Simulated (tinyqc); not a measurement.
Transparency density and B against temperature: optical gain and spontaneous emission in a bulk direct-gap semiconductor.

Parabolic bands, vertical transitions, no excitons. For each hole band j: mr = me mj/(me + mj); joint density of states J_j(E) = (mr/c)^(3/2) sqrt(E - Eg)/(2 pi^2), both spins, c = hbar^2/2m0; averaged matrix element |e.p|^2 = m0 Ep/6; alpha_j(E) = 4 pi^2 alpha_f c Ep J_j/(3 nr E) in 1/angstrom (alpha_f the fine-structure constant, listed as alpha among the constants), times 1e8 for 1/cm.

F_j(eta) = (1/Gamma(j + 1)) integral_0^infinity x^j dx/(1 + exp(x - eta)), which tends to exp(eta) for eta << 0.

Quasi-Fermi levels: n = Nc F_1/2(Fc/kT) and p = Nv F_1/2(Fv/kT), Fc counted up from the conduction edge and Fv down from the valence edge; Nc, Nv from N = 2 (m kB T/(4 pi c))^(3/2) with c = hbar^2/2m0, in 1/angstrom^3; times 1e24 for 1/cm^3, with me and (mhh^(3/2) + mlh^(3/2))^(2/3).

For band j the electron sits at Ee = (E - Eg) mr/me above its edge and the hole at Eh = (E - Eg) mr/mj; fe = 1/(1 + exp((Ee - Fc)/kT)), fh = 1/(1 + exp((Eh - Fv)/kT)); gain g = sum_j alpha_j (fe + fh - 1).

Spontaneous rate: R = integral of (nr E/(hbar c))^2/(pi^2 hbar) sum_j alpha_j fe fh dE, with alpha in 1/cm and (nr E/(hbar c))^2 in 1/cm^2 (1e16 per 1/angstrom^2); B = R/(n p); lifetime n/R.

Constants: hbar^2/2m0 = 3.80998211 eV angstrom^2; fine-structure constant alpha = 0.007297352564; kB = 8.617333262e-05 eV/K; hbar = 6.58211957e-16 eV s; hbar c = 1973.269805 eV angstrom.

Inputs chosen for the exercise (near those of GaN; shifted at random, so the results belong to these values and not to a real crystal):
- Eg = 3.329 eV (direct gap)
- me = 0.1935 m0 (electron mass)
- mhh = 1.391 m0 (heavy-hole mass)
- mlh = 0.2926 m0 (light-hole mass)
- Ep = 16.3 eV (Kane energy)
- nr = 2.58 (refractive index)

Eg is held fixed; B is taken at n = 1e15 1/cm^3.

Results:
```
T (K)  transparency density (1/cm^3)  Fc/kT there  B (cm^3/s)
100                         1.15e+18        1.978    3.02e-10
150                         2.11e+18        1.978    1.65e-10
200                         3.25e+18        1.978    1.07e-10
250                         4.54e+18        1.978    7.68e-11
300                         5.96e+18        1.978    5.85e-11
350                         7.51e+18        1.978    4.65e-11
400                         9.18e+18        1.978    3.82e-11
500                         1.28e+19        1.978    2.74e-11
```

How do the results move, and what explains it?

Fc/kT at transparency stays at 1.978, since it depends on Nv/Nc alone, so the density goes as T^1.50. B goes as T^-1.49, against T^-1.5 for non-degenerate carriers: hot carriers spread over k and fewer pairs share a wave vector.

Program tinyqc; command `OMP_NUM_THREADS=1 python tinyqc.py 1652292 1652293 out.jsonl`; about 0.07 s on one thread of a shared Intel(R) Xeon(R) Processor @ 2.30GHz.
